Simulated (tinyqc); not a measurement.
Position of the donor: hydrogenic donor in a hard-walled well (variational).

Trial function cos(pi z/L) exp(-r/lam), r measured from the donor at zi, walls at +/- L/2, one eps everywhere. Counted from the lowest subband, E(lam) = c/(m lam^2) - (q/eps) I0/I1, with I0 the integral of cos^2(pi z/L) exp(-2|z - zi|/lam) over the well and I1 the same with the factor (|z - zi| + lam/2); c = hbar^2/2m0, q = e^2/(4 pi eps0). The binding energy is -E at the minimum.

Constants: hbar^2/2m0 = 3.80998211 eV angstrom^2; e^2/(4 pi eps0) = 14.39964547 eV angstrom.

Inputs chosen for the exercise (out of a larger set: near those of GaAs; not measured data):
```
symbol  value  unit      meaning
m       0.065  m0        mass
eps     13.2             dielectric constant
L       262    angstrom  well width
```

Ry* = 5.0756 meV

Fixed width; zi from the centre to the wall.

Binding:
```
2 zi/L  zi (angstrom)  lam (angstrom)  binding (meV)  in Ry*
0.0               0.0           105.4           8.34   1.644
0.2              26.2           106.7           8.03   1.583
0.4              52.4           112.5           7.14   1.407
0.6              78.6           128.9           5.84   1.151
0.8             104.8           160.5           4.61   0.907
0.9             117.9           178.8           4.13   0.814
1.0             131.0           196.0           3.75   0.740
```

What does the comparison show, and why?

Uniform doping spreads the level over 4.59 meV, from 8.34 at the centre to 3.75 at the wall, while lam grows by 86 %. The slope is flat at the centre, which gives a peak in the density of donor states there, and steepest between 2 zi/L = 0.4 and 0.6.

tinyqc: `OMP_NUM_THREADS=1 python tinyqc.py 1251086 1251087 out.jsonl`; about 0.01 s, one thread, shared Intel(R) Xeon(R) Processor @ 2.30GHz.
